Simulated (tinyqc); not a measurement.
Scaling with the misfit: strain-driven roughening and islands of a mismatched epitaxial film. Computed by tinyqc, a small Python program. Command: `OMP_NUM_THREADS=1 python tinyqc.py 3007593 3007594 out.jsonl island walk`. One thread of a shared host (Intel(R) Xeon(R) Processor @ 2.30GHz), about 0.01 s of CPU time with the checks.

Film and substrate share isotropic elastic constants; the film is coherent and biaxially strained.

Inputs (values chosen for the exercise, modelled on GaN on AlN): misfit |f| = 0.0249; shear modulus G = 124 GPa; Poisson ratio nu = 0.2; surface energy gamma = 1.85 J/m^2; contact angle of the shallow shape theta_1 = 13.5 degrees; contact angle of the steep shape theta_2 = 33.2 degrees; facet energy of shape 1 over gamma = 0.9988; facet energy of shape 2 over gamma = 1.009; surface mobility D_s nu_s Omega^2/(k_B T) = 9.4e-35 m^6/(J s).

Transport: surface diffusion.

Constants: e = 1.602176634e-19 C.

Method:
- M = 2 G (1 + nu)/(1 - nu); stress = M f; energy density w = M f^2.
- A ripple A cos(k x) has the surface chemical potential per volume [gamma k^2 - 2 (1 + nu) w k] A cos(k x), so k_c = 2 (1 + nu) w/gamma. With surface diffusion the amplitude grows at the rate q = B k^2 [2 (1 + nu) w k - gamma k^2], fastest at k_m = (3/4) k_c. B is the surface mobility.
- Shallow faceted island (Tersoff form): E = 4 Gam V^(2/3) tan^(1/3)(theta) - 6 c V tan(theta), Gam = gamma [x/sin(theta) - 1/tan(theta)], x the facet energy over gamma, c = stress^2 (1 - nu)/(2 pi G).
- The barrier is the maximum of E, at V_c = [4 Gam/(9 c)]^3 / tan^2(theta) (1 GPa nm = 1 J/m^2).
- V_c = [4 Gam/(9 c)]^3/tan^2(theta), barrier = (4/3) Gam V_c^(2/3) tan^(1/3)(theta); the growth time is 1/q at k_m.

fastest wavelength = 27.9987 nm

growth time 1/q at k_m = 6.80224 s

critical volume, shape 1 = 20.4683 nm^3

barrier, shape 1 = 8.10622 eV

Misfit scaled at fixed constants:
```
|f| (%)  fastest wavelength (nm)  growth time (s)  V_c of shape 1 (nm^3)  barrier of shape 1 (eV)
0.6225                    447.98       4.4579e+05             8.3838e+04               2.0752e+03
0.8715                    228.56       3.0207e+04             1.1135e+04               5.4019e+02
1.2450                    111.99       1.7414e+03             1.3100e+03               1.2970e+02
1.7430                     57.14       1.1800e+02             1.7398e+02               3.3762e+01
2.4900                     28.00       6.8022e+00             2.0468e+01               8.1062e+00
3.4860                     14.29       4.6092e-01             2.7184e+00               2.1101e+00
```

Halving the misfit stretches the wavelength 4 times, the barrier 16 times, the volume 64 times and the time 256 times: f^(-2), f^(-4), f^(-6), f^(-8). Over these rows the time spans 6.0 decades: strongly mismatched films tend to roughen first, while dilute alloys have time to stay flat. Rows with wavelengths under 10 nm or volumes under 5 nm^3 are beyond the continuum picture.

Extremes, crossings and ranges named in words are read from the listed rows.
